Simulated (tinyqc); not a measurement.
Two electrons on one impurity (helium-like model): one step. The minimum over a and b.

Units Ha* = 2 Ry m/eps^2 and a* = a0 eps/m. One electron is bound by Z^2/2. Two electrons in the singlet built from exp(-a r) and exp(-b r): S = 8 (ab)^(3/2)/(a + b)^3, h_aa = a^2/2 - Z a, h_bb alike, h_ab = S (ab/2 - Z (a + b)/2), J = ab (a^2 + 3ab + b^2)/(a + b)^3, K = 20 (ab)^3/(a + b)^5, E = (h_aa + h_bb + 2 S h_ab + J + K)/(1 + S^2). For a = b this is a^2 - 2 Z a + 5a/8. Real double donors are deeper, since the central cell is left out.

Inputs chosen for the exercise (out of a larger set: near those of impurities in Si; not measured data): Z = 1 (effective charge (1: D- centre, 2: double donor; other values mimic a central cell)).

Ha* = 60.19181 meV
a* = 20.2737 angstrom
E with equal orbitals = -0.4726562 Ha*

Task: Give a, b, E, both binding energies and U, their difference.

Give: a, b; E; binding of the first and second electron; U.

Result:

a, b (1/a*): 1.039  0.283

E = -0.51330 Ha*

binding of the first and second electron (meV): 30.10  0.80

U = 29.30 meV

Letting one electron stay close and the other roam (decay lengths 20 and 72 angstrom) gains 2.45 meV. The exact value for Z = 1 is -0.52775, a binding of 1.67 meV, so this function recovers 48 % of it.

Run: tinyqc, `OMP_NUM_THREADS=1 python tinyqc.py 1251314 1251315 out.jsonl`; Intel(R) Xeon(R) Processor @ 2.30GHz, one thread, shared host; about 0.04 s of CPU time with all checks.
